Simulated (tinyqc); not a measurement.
Zero-field depth and permittivity from two fields.

Problem. The apparent depth of a Coulomb trap is Et - sqrt(q F/(pi eps0 eps_r)). Find Et and eps_r.

Constants: q = 1.602176634e-19 C, eps0 = 8.8541878128e-14 F/cm where lengths are in cm. Results are converted to the units shown.

apparent depth at F = 28 and 110 kV/cm (eV): 0.16255137  0.12577447

Solution. The depth is linear in sqrt(F): the intercept is Et and the slope -sqrt(q/(pi eps0 eps_r)).

Et = 0.200 eV
eps_r = 11.5

tinyqc, about 0.01 s, one thread, Intel Xeon 2.30GHz (shared host): `OMP_NUM_THREADS=1 python tinyqc.py 2050148 2050149 out.jsonl`
